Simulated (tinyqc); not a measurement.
Configuration-coordinate model of a defect: Huang-Rhys factor and luminescence line shape: one step, computed by the program tinyqc. Command: `OMP_NUM_THREADS=1 python tinyqc.py 3028586 3028587 out.jsonl ccline walk`. One thread of a shared host (Intel(R) Xeon(R) Processor @ 2.30GHz), about 0.01 s of CPU time with the checks.

Ground state E_g(Q) = (1/2) omega_g^2 Q^2; excited state E_e(Q) = E_0 + (1/2) omega_e^2 (Q - dQ)^2 with omega_e = omega_g and E_0 = E_ZPL. Q is mass-weighted; the dipole does not depend on Q (Condon approximation).

Problem. Crossing, radiative lifetime and thermal quenching. The curves cross at the root Q_c nearest dQ; the barrier is (1/2) omega_e^2 (Q_c - dQ)^2, with (1/2) omega^2 = (hbar omega)^2/(2 hbar^2/u). k_r = n_r omega^3 mu^2/(3 pi eps_0 hbar c^3) at the vertical emission energy, without local-field correction; k_nr = nu_0 exp(-barrier/k_B T) (Mott-Seitz); yield = k_r/(k_r + k_nr); T_1/2 = barrier/(k_B ln(nu_0/k_r)).

Inputs (values chosen for the exercise, for a model defect):
```
quantity,value,unit
zero-phonon energy E_ZPL,0.575,eV
displacement dQ,0.625,u^(1/2) angstrom
ground-state phonon hbar omega_g,36.2,meV
temperature T,200,K
refractive index n_r,3.09,-
transition dipole mu,1,e angstrom
quenching prefactor nu_0,7e+11,1/s
```

Modes: equal frequencies in both states.

vertical emission energy = 0.5137714 eV

Constants: hbar^2/u = 4.18015928e-03 eV angstrom^2; hbar = 6.582119569e-16 eV s; e = 1.602176634e-19 C; eps_0 = 8.8541878128e-12 F/m; hbar = 1.054571817e-34 J s; c = 299792458 m/s; k_B = 8.617333262e-05 eV/K.

Give: Q_c; classical barrier; radiative lifetime; luminescence yield; quenching temperature T_1/2.

Solution.

Q_c = 3.247 u^(1/2) angstrom

classical barrier = 1.078 eV

radiative lifetime = 628.6 ns

luminescence yield = 1

quenching temperature T_1/2 = 962.5 K

At 200 K the centre is bright; tunnelling, left out here, starts the quenching earlier. Caution: the curves cross far outside the range of the harmonic model, so the barrier and T_1/2 have no quantitative meaning.
